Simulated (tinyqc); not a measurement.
What moves the results: valley splitting of a silicon quantum well in envelope theory. A value that a table varies takes the place of the one given here.

The well lies at 0 < z < L; U(z) = V0 [1/(1 + exp(z/w)) + 1/(1 + exp((L - z)/w))] - e F z, 1 mV/nm = 1e-4 eV/angstrom. The envelope psi solves -(c/ml) psi'' + U psi = E psi, c = hbar^2/2m0, by three-point differences on a grid of 0.1 angstrom from -40 to L + 40 angstrom. The two valleys at +/- k0 couple through D = C0 times the integral of exp(-i q z) U(z) psi^2, q = 2 k0 (2 pi/a), and split by Ev = 2|D|.

Random alloy: with Y(z) = Yw + (Yb - Yw) B(z), B the bracket in U, and in-plane density exp(-r^2/ad^2)/(pi ad^2), D gains a random complex part of variance sigma^2 = (C0^2/pi)(a^2 V0/(8 ad (Yb - Yw)))^2 (4/a) times the integral of psi^4 Y (1 - Y). Alone it gives a mean splitting sqrt(pi) sigma; together with the smooth part the rms splitting is 2 sqrt(|D|^2 + sigma^2).

Constants: hbar^2/2m0 = 3.80998211 eV angstrom^2.

Parameters, chosen for this exercise (near those of a strained Si well in SiGe; the results hold for these values, not for the real material): L = 98 angstrom (well width); V0 = 0.21 eV (conduction offset); ml = 0.9 m0 (mass along z); F = 5.5 mV/nm (field pressing towards the upper interface); k0 = 0.851 2 pi/a (valley position); a = 5.431 angstrom (lattice constant); C0 = 0.269 (Bloch overlap factor); Yb = 0.31 (Ge share of the barrier); Yw = 0 (Ge share of the well); ad = 120 angstrom (dot radius); ws = (0.2, 0.7, 1, 1.3, 2.2, 2.9, 4.3) angstrom (interface widths); Ls = (98, 99.4, 100.7, 102.1, 103.4, 104.8, 106.1, 107.5) angstrom (widths in steps of one atomic layer, a/4, rounded to the grid); F2 = 0.5 mV/nm (second field, zero or weak); w1 = 0.8 angstrom (interface width for this table); w = 1.3 angstrom (interface width parameter).

## Sharpness of the interface

The smooth part 2|D| and the disorder part against w, beside y/sinh(y) with y = pi q w. The 12 to 88 % width of the step is 4w.

Results:

| w (angstrom) | 4w (angstrom) | 2\|D\| (micro-eV) | y/sinh(y) | sqrt(pi) sigma (micro-eV) |
|---|---|---|---|---|
| 0.2 | 0.8 | 116.75 | 0.78 | 6.7 |
| 0.7 | 2.8 | 17.39 | 0.11 | 8.4 |
| 1.0 | 4.0 | 3.96 | 0.025 | 9.7 |
| 1.3 | 5.2 | 0.82 | 0.0052 | 11.4 |
| 2.2 | 8.8 | 0.01 | 3.3e-05 | 16.8 |
| 2.9 | 11.6 | 0.00 | 5.8e-07 | 21.3 |
| 4.3 | 17.2 | 0.00 | 1.5e-10 | 29.8 |

What does this show?

The smooth part needs a Fourier component of U psi^2 at a wavelength of 3.19 angstrom; from the first row to the third it falls by a factor 29.5, while y/sinh(y) falls by 30.8 (the envelope near the step and the phase between the two interfaces change too). The disorder part goes from 6.7 to 29.8 micro-eV, growing as the electron overlaps more alloy. It takes over between w = 0.7 and 1 angstrom, that is a step 2.8 to 4.0 angstrom wide, with 1.36 angstrom to an atomic layer.

## Adding atomic layers

The smooth splitting Ev = 2|D| with w = w1, at the field F2 and at F.

Results:

| L (angstrom) | q L mod 2 pi | Ev at F2 (micro-eV) | Ev at F (micro-eV) |
|---|---|---|---|
| 98.0 | 4.47 | 2.59 | 10.8 |
| 99.4 | 0.95 | 1.70 | 10.8 |
| 100.7 | 3.51 | 1.80 | 10.8 |
| 102.1 | 6.26 | 2.26 | 10.8 |
| 103.4 | 2.54 | 1.06 | 10.8 |
| 104.8 | 5.30 | 2.35 | 10.8 |
| 106.1 | 1.57 | 1.12 | 10.8 |
| 107.5 | 4.33 | 2.01 | 10.8 |

How do the results move?

At F2 the splitting swings between 1.06 and 2.59 micro-eV, a ratio of 2.45, as the two interfaces add with the phase q L, which advances on average by 2.67 rad a layer. At F the ratio is 1.00, where in the first row psi^2 at the upper interface is 1.14e+03 times that at the lower one: one interface dominates and the interference fades.

## What each parameter does

Orbital spacing, psi^2 at z = L, the smooth splitting and sigma; V0 is held fixed when Yw changes. Each row changes one parameter from the base and keeps the others.

Results:

| case | E2 - E1 (meV) | psi^2(L) (1e-3/angstrom) | 2\|D\| (micro-eV) | sigma (micro-eV) |
|---|---|---|---|---|
| base | 19.31 | 2.096 | 0.82 | 6.4 |
| ad = 160 angstrom | 19.31 | 2.096 | 0.82 | 4.8 |
| Yw = 0.03 | 19.31 | 2.096 | 0.82 | 74.5 |
| L = 104 angstrom | 19.11 | 2.094 | 0.82 | 6.4 |
| V0 = 0.263 eV | 19.39 | 1.580 | 0.83 | 6.6 |
| w = 0.91 angstrom | 19.29 | 2.317 | 6.25 | 5.2 |
| F = 8.25 mV/nm | 24.80 | 3.191 | 1.26 | 9.5 |
| k0 = 0.831 2 pi/a | 19.31 | 2.096 | 1.00 | 6.4 |
| C0 = 0.323 | 19.31 | 2.096 | 0.99 | 7.7 |

What does this show?

The largest shifts from the base row, up to three for each result and ties (the steps differ in size, so this ranks the rows, not the parameters). E2 - E1 (meV): F +5.49, L -0.20, V0 +0.08; unchanged at the printed digits by ad, Yw, k0 and C0. psi^2(L) (1e-3/angstrom): F +1.095, V0 -0.516, w +0.221; unchanged at the printed digits by ad, Yw, k0 and C0. 2|D| (micro-eV): w +5.42, F +0.43, k0 +0.17, C0 +0.17; unchanged at the printed digits by ad, Yw and L. sigma (micro-eV): Yw +68.1, F +3.1, ad -1.6; unchanged at the printed digits by L and k0.

(tinyqc, `OMP_NUM_THREADS=1 python tinyqc.py 1282479 1282480 out.jsonl`, Intel(R) Xeon(R) Processor @ 2.30GHz, 1 thread, shared host, about 0.09 s.)
